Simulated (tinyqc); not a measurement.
## One-dimensional ballistic tunnel FET, two-band WKB: output curve

A p-type source for x < 0 with its Fermi level at 0 and its valence edge at ds; in the channel the bands fall as D exp(-x/lam) towards their flat values, with the conduction edge at Ec = ds - dP and D = dP + Eg. The gate moves dP one to one. The drain Fermi level lies at -Vd and the drain side reflects nothing. For w = E - Ec between 0 and dP an electron crosses the gap. Two-band dispersion with equal masses m: inside the gap kappa = sqrt(m u (1 - u/Eg)/C), u the distance from a band edge, C = hbar^2/(2 m0).

S(w) = 2 lam int_0^Eg kappa(u) du/(w + Eg - u) = 2 pi lam sqrt(m/(C Eg)) [w + Eg/2 - sqrt(w (w + Eg))], T(w) = exp(-S). I = g (2 q^2/h) int_0^dP T(w) [f(E) - f(E + Vd)] dw, E = ds - dP + w, f(x) = 1/(1 + exp(x/Vt)). Swing = d(dP)/d(log10 I).

Inputs (values chosen for the exercise); band and dielectric values those of a made-up semiconductor:
- T = 300 K (temperature)
- Eg = 1.14 eV (band gap)
- m = 0.1 m0 (band-edge mass of the two-band model)
- lam = 3.8 nm (screening length of the source junction)
- ds = 0.13 eV (source valence edge above the source Fermi level)
- g = 2 (number of degenerate subbands (spin apart))
- dP = 0.1 eV (tunnelling window Ev(source) - Ec(channel))

Constants: q = 1.602176634e-19 C, kB = 1.380649e-23 J/K, hbar = 1.054571817e-34 J s, h = 6.62607015e-34 J s, m0 = 9.1093837015e-31 kg, Vt = kB T/q, hbar^2/(2 m0) = 0.0380998212 eV nm^2. Results are converted to the units shown.

Output curve:
```
Vd (V)    I (uA)
0.02    3.624e-7
0.09    6.625e-7
0.16    6.829e-7
0.24    6.843e-7
0.31    6.844e-7
0.38    6.844e-7
0.45    6.844e-7
0.53    6.844e-7
0.6     6.844e-7
```

Read the table: what changes, and by how much?

I rises from 3.62e-7 to 6.84e-7 uA; it reaches 95 % of the last value at Vd = 0.09 V among the rows. The drain Fermi level lies below the channel conduction edge at every positive Vd, so a few Vt suffice to stop the back flow. The window dP is held fixed.

Computed by the program tinyqc: `OMP_NUM_THREADS=1 python tinyqc.py 2620168 2620169 out.jsonl`, one thread of a shared Intel Xeon 2.30GHz, about 0.01 s for the whole run.
